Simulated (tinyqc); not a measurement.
# Small-signal admittance of a forward-biased p+-n diode, step by step

Computed by the program tinyqc: `OMP_NUM_THREADS=1 python tinyqc.py 2890213 2890214 out.jsonl`, one thread of a shared Intel Xeon 2.30GHz, about 0.01 s for the whole run. Printed values are rounded.

Holes injected into a neutral base of width wb with an ohmic contact at its end; low injection, p0 far above the equilibrium density. A small voltage v exp(i w t), w = 2 pi f, modulates the edge density by p0 v/Vt, and the small-signal density obeys Dp d2p/dx2 = (1/tau + i w) p.

Parameters, values chosen for the exercise; permittivity close to that of gallium arsenide:
```
symbol,value,unit,meaning
T,275,K,temperature
eps_r,12.9,,relative permittivity
Nd,6.9e15,cm^-3,donor density of the base
Dp,8.5,cm^2/s,hole diffusion coefficient
tau,1e-7,s,hole lifetime
wb,3.5,um,width of the neutral base
p0,3.7e12,cm^-3,excess hole density at the junction edge
Na,2e18,cm^-3,acceptor density of the p+ side
f,1.8e6,Hz,signal frequency
```

Constants: q = 1.602176634e-19 C, kB = 1.380649e-23 J/K, Vt = kB T/q, eps0 = 8.8541878128e-14 F/cm where lengths are in cm. Results are converted to the units shown.

## Closed-form admittance

L = sqrt(Dp tau); direct current J = (q Dp p0/L) coth(wb/L); k = sqrt(1 + i w tau)/L; diffusion admittance Y = (q Dp p0/Vt) k coth(k wb) = G + i w C_diff; junction capacitance C_j = sqrt(q eps0 eps_r Nd/(2 Vr)) in the depletion approximation, with the remaining barrier Vr = Vt ln(Na/p0), a rough value under forward bias; base-width modulation is left out.

L = 9.21954 um
J = 0.0150818 A/cm^2
k wb = 0.425257+0.191641i
Y = 0.636768+0.032380i S/cm^2
C_diff = 0.00286305 uF/cm^2
C_j = 0.0449251 uF/cm^2

G is 1.00 times its low-frequency value J/Vt, and C_diff is 0.0637 times C_j.

## The same by finite differences

6 equal intervals, h = wb/6; u = small-signal density over its edge value, u_0 = 1, u_6 = 0; u_(i-1) + b u_i + u_(i+1) = 0 with b = -2 - h^2 (1/tau + i w)/Dp; Y = (q Dp p0/(Vt h)) (-b/2 - u_1), which includes the half box at the edge.

b = -2.00400-0.00453i
u, node 1 to 5: 0.827199-0.006751i  0.657741-0.009784i  0.490960-0.009878i  0.326189-0.007789i  0.162759-0.004255i
Y on the mesh = 0.637170+0.032861i S/cm^2

Against the closed form the real part is 0.063 % above it and the imaginary part 1.5 % above it; |k h| = 0.078.
